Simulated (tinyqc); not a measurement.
Inputs raised by 2 %, one at a time: single-domain magnet: Stoner-Wohlfarth switching, Neel-Arrhenius retention, LLG dynamics and spin torque. Computed by tinyqc, a small Python program. Command: `OMP_NUM_THREADS=1 python tinyqc.py 3024585 3024586 out.jsonl macro sens`. One thread of a shared host (Intel(R) Xeon(R) Processor @ 2.30GHz), about 0.02 s of CPU time with the checks.

The moment is uniform, with unit vector m; z is the easy axis. mu_0 = 1.25663706212e-6 T m/A, gamma = 1.76085963023e11 rad/(s T).

Inputs (values chosen for the exercise, for a model magnet):
```
quantity                            value     unit
saturation magnetisation M_s          485     kA/m
diameter d                              8       nm
aspect ratio p                        1.6        -
bulk anisotropy K_u                    26   kJ/m^3
exchange stiffness A                   13     pJ/m
temperature T                         398        K
attempt frequency f0                   10      GHz
field angle psi from the easy axis     55  degrees
reversing field h = H/H_K            0.22        -
waiting time t_w                    0.001        s
damping alpha                       0.097        -
spin-torque efficiency eta           0.72        -
drive I/I_c0                          2.1        -
```

Shape: prolate spheroid, easy axis along it.

Constants: k_B = 1.380649e-23 J/K; e = 1.602176634e-19 C; hbar = 1.054571817e-34 J s.

Method:
- N_z = [p ln(p + sqrt(p^2 - 1))/sqrt(p^2 - 1) - 1]/(p^2 - 1); V = pi d^3 p/6; K_eff = K_u + K_shape, K_shape = -(mu_0 M_s^2/4)(3 N_z - 1); mu_0 H_K = 2 K_eff/M_s.
- Delta = K_eff V/(k_B T); tau = exp(Delta)/f0; probability of a flip within t_w: P = 1 - exp(-t_w/tau). Wall width parameter sqrt(A/K_eff); a two-domain state costs 4 sqrt(A K_eff) times the cross-section that the wall cuts (pi d^2/4).
- Energy over K_eff V: e(theta) = sin^2(theta) + 2 h cos(theta - psi) for m at the angle theta from +z and a field that points at psi from -z (it pulls m away from +z towards negative theta); h_sw = (cos^(2/3) psi + sin^(2/3) psi)^(-3/2).
- The metastable minimum and the saddle are the two roots of e'(theta) = sin(2 theta) - 2 h sin(theta - psi) on either side of theta_c = -arctan(tan^(1/3) psi).
- For axial symmetry and a polariser along z: I_c0 = (4 e alpha/(hbar eta)) K_eff V; relaxation time tau_D = (1 + alpha^2)/(alpha gamma mu_0 H_K); thermal start angle theta_0 = 1/sqrt(2 Delta); switching time about tau_D ln(pi/(2 theta_0))/(I/I_c0 - 1); precession frequency gamma mu_0 H_K/(2 pi (1 + alpha^2)).
- The polar equation dm_z/dt = -(1 - m_z^2)(i - m_z)/tau_D, i = I/I_c0, integrates to t = tau_D [F(cos theta_0) - F(0)], F(z) = -ln(1 - z)/(2 (i - 1)) + ln(1 + z)/(2 (i + 1)) + ln(i - z)/(i^2 - 1), theta_0 = 1/sqrt(2 Delta).

Runs:
```
input moved                           from       to  K_eff (kJ/m^3)  stability factor Delta  time to m_z = 0 (ns)  barrier / (k_B T)
base run                                 -        -          51.411                  4.0131               0.33440             1.7813
saturation magnetisation M_s (kA/m)    485    494.7          52.437                  4.0932               0.33683             1.8169
diameter d (nm)                          8     8.16          51.411                  4.2587               0.34168             1.8903
aspect ratio p                         1.6    1.632          52.358                  4.1687               0.33293             1.8504
temperature T (K)                      398   405.96          51.411                  3.9344               0.33197             1.7464
damping alpha                        0.097  0.09894          51.411                  4.0131               0.32796             1.7813
spin-torque efficiency eta            0.72   0.7344          51.411                  4.0131               0.33440             1.7813
reversing field h = H/H_K             0.22   0.2244          51.411                  4.0131               0.33440             1.7421
```

Exponents ln(y'/y) / ln(x'/x):
```
input                         K_eff  stability factor Delta  time to m_z = 0  barrier / (k_B T)
saturation magnetisation M_s  0.998                   0.998            0.366              0.998
diameter d                    0.000                   3.000            1.088              3.000
aspect ratio p                0.922                   1.922           -0.222              1.922
temperature T                 0.000                  -1.000           -0.368             -1.000
damping alpha                 0.000                   0.000           -0.981              0.000
spin-torque efficiency eta    0.000                   0.000            0.000              0.000
reversing field h = H/H_K     0.000                   0.000            0.000             -1.123
```

Which inputs matter most for each result?

Among the inputs moved here: K_eff answers most in size to saturation magnetisation M_s (exponent +0.998), next to aspect ratio p (+0.922); its exponent is below 0.0005 for diameter d, temperature T, damping alpha, spin-torque efficiency eta, reversing field h = H/H_K. stability factor Delta answers most in size to diameter d (exponent +3.000), next to aspect ratio p (+1.922); its exponent is below 0.0005 for damping alpha, spin-torque efficiency eta, reversing field h = H/H_K. Its exponent +3.000 in diameter d: the volume of the spheroid. Its exponent -1.000 in temperature T: Delta is a fixed barrier over k_B T. time to m_z = 0 answers most in size to diameter d (exponent +1.088), next to damping alpha (-0.981); its exponent is below 0.0005 for spin-torque efficiency eta, reversing field h = H/H_K. Its exponent -0.981 in damping alpha: at fixed I/I_c0 the time scale is tau_D. barrier / (k_B T) answers most in size to diameter d (exponent +3.000), next to aspect ratio p (+1.922); its exponent is below 0.0005 for damping alpha, spin-torque efficiency eta.

Caution (all rows): with a barrier of a few k_B T the Arrhenius form fails.
